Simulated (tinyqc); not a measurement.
Decay of LO phonons and the hot-phonon bottleneck in the cooling of electrons: one step, computed by the program tinyqc. Command: `OMP_NUM_THREADS=1 python tinyqc.py 3030529 3030530 out.jsonl hotphonon walk`. One thread of a shared host (Intel(R) Xeon(R) Processor @ 2.30GHz), about 0.01 s of CPU time with the checks.

n(E, T) = 1/(exp(E/(k_B T)) - 1) is the Bose occupation. Electrons have a temperature T_e; the LO modes within their reach share one occupation N; the decay products stay at the lattice temperature.

Problem. Electron and phonon temperatures in closed form. Net emission per electron: [(N + 1) x - N]/tau_sp with x = exp(-hbar omega/(k_B T_e)), a simple two-level balance; steady state of the modes: n [(N + 1) x - N]/tau_sp = N_m (N - N_0)/tau; power per electron P = hbar omega [(N + 1) x - N]/tau_sp. With p = P tau_sp/(hbar omega): N = N_0 + r p and x = (p + N)/(N + 1); without hot phonons N = N_0. The mode temperature T_LO solves n(hbar omega, T_LO) = N.

Inputs (values chosen for the exercise, modelled on indium arsenide):

| quantity | value | unit |
|---|---|---|
| LO energy hbar omega | 29.2 | meV |
| lattice temperature T | 300 | K |
| electron mass m* | 0.0255 | m_0 |
| electron density n | 8.7e+17 | 1/cm^3 |
| power supplied per electron P | 7.1 | nW |

Decay channel: two equal phonons (Klemens).

emission time tau_sp = 167.5290 fs

equilibrium LO occupation N_0 = 0.4775255

bottleneck ratio r = 1.357215

Constants: e = 1.602176634e-19 C; k_B = 8.617333262e-05 eV/K.

Give: reduced power p; LO occupation N; electron temperature T_e; T_e without hot phonons; mode temperature T_LO.

Solution.

reduced power p = 0.25425

LO occupation N = 0.82259

electron temperature T_e = 643.92 K

T_e without hot phonons = 482.25 K

mode temperature T_LO = 425.93 K

Caution: the electrons are degenerate; Pauli blocking and the Fermi energy, left out here, matter.
